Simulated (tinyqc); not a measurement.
Worked calculation: Jacobi rotations on a symmetric matrix. One step of it, computed by the program tinyqc.

Question. Jacobi rotation 1. Take the largest off-diagonal element A_pq; tan 2 theta = 2 A_pq / (A_qq - A_pp) with |theta| <= pi/4; A' = J^T A J with J_pp = J_qq = cos, J_pq = sin, J_qp = -sin.

A:
```
[[0.667000, 0.706000, -0.089000, 0.034000, -0.154000],
 [0.706000, 0.689000, 0.026000, 0.446000, 0.605000],
 [-0.089000, 0.026000, 1.026000, -0.840000, -0.311000],
 [0.034000, 0.446000, -0.840000, 1.127000, 0.496000],
 [-0.154000, 0.605000, -0.311000, 0.496000, 1.215000]]
```

Give: p, q, theta; A'.

Answer.

p, q, theta (rad): [3.000, 4.000, -0.755]

A':
```
[[0.667, 0.706, -0.041, 0.086, -0.154],
 [0.706, 0.689, 0.325, 0.307, 0.605],
 [-0.041, 0.325, 0.235, 0.000, 0.114],
 [0.086, 0.307, 0.000, 1.918, 0.574],
 [-0.154, 0.605, 0.114, 0.574, 1.215]]
```
